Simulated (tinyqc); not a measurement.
Worked calculation: tight binding, kagome lattice. One step of it, computed by the program tinyqc.

Question. Levels at k. Diagonalise the Hermitian matrix.

H(k) at k (eV), lower triangle (Hermitian):
```
                     A                    B         C
A             0.000000
B  -0.033928-0.616092i             0.000000
C   0.165951+0.278115i  -1.123578-0.788676i  0.100000
```

Give: eigenvalues; weights |c|^2 of the basis functions.

Answer.

eigenvalues (eV): -1.4415  -0.0906  1.6321

weights |c|^2 of the basis functions:
```
   band 1  band 2  band 3
A  0.0813  0.8023  0.1164
B  0.5099  0.0376  0.4524
C  0.4088  0.1601  0.4312
```
